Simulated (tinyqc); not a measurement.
Worked calculation: CCSD on RHF in the sto-3g basis, frozen core, for BeH+, spin multiplicity 1. One step of it, computed by the program tinyqc.

Question. CCSD: starting amplitudes. t_ij^ab = <ij||ab> / (e_i + e_j - e_a - e_b), whose energy is MP2.

orbital energies (hartree): MO1 -5.003452, MO2 -0.679226, MO3 -0.256281, MO4 -0.131209, MO5 -0.131209, MO6 0.178538

Two-electron integrals over orbitals (pq|rs), unique and non-zero (hartree); the lowest 1 orbital is frozen and left out:
```
p,q,r,s,(pq|rs)
2,2,2,2,0.483621
3,2,2,2,-0.067562
3,2,3,2,0.050248
3,3,2,2,0.322510
3,3,3,2,0.033520
3,3,3,3,0.444851
4,2,4,2,0.044230
4,3,4,2,0.033083
4,3,4,3,0.050016
4,4,2,2,0.354823
4,4,3,2,0.031130
4,4,3,3,0.390625
4,4,4,4,0.449859
5,2,5,2,0.044230
5,3,5,2,0.033083
5,3,5,3,0.050016
5,4,5,4,0.024249
5,5,2,2,0.354823
5,5,3,2,0.031130
5,5,3,3,0.390625
5,5,4,4,0.401360
5,5,5,5,0.449859
6,2,2,2,0.033935
6,2,3,2,-0.051933
6,2,3,3,-0.019344
6,2,4,4,-0.065660
6,2,5,5,-0.065660
6,2,6,2,0.120706
6,3,2,2,-0.056478
6,3,3,2,0.045067
6,3,3,3,0.055236
6,3,4,4,0.028520
6,3,5,5,0.028520
6,3,6,2,-0.055945
6,3,6,3,0.061641
6,4,4,2,-0.027477
6,4,4,3,-0.010523
6,4,6,4,0.023806
6,5,5,2,-0.027477
6,5,5,3,-0.010523
6,5,6,5,0.023806
6,6,2,2,0.487765
6,6,3,2,-0.070226
6,6,3,3,0.349737
6,6,4,4,0.358148
6,6,5,5,0.358148
6,6,6,2,0.063739
6,6,6,3,-0.059982
6,6,6,6,0.527283
```

Give: Starting amplitudes; correlation energy.

Answer.

Starting amplitudes (spin orbitals 1a, 1b, ...; amplitudes related by a flip of all spins are not repeated):
```
from,to,t
2a 2b,6a 6b,-0.070
2a 2b,3a 3b,-0.059
2a 2b,3a 6b,0.041
2a 2b,4a 4b,-0.040
2a 2b,5a 5b,-0.040
```

correlation energy = -0.01926 hartree
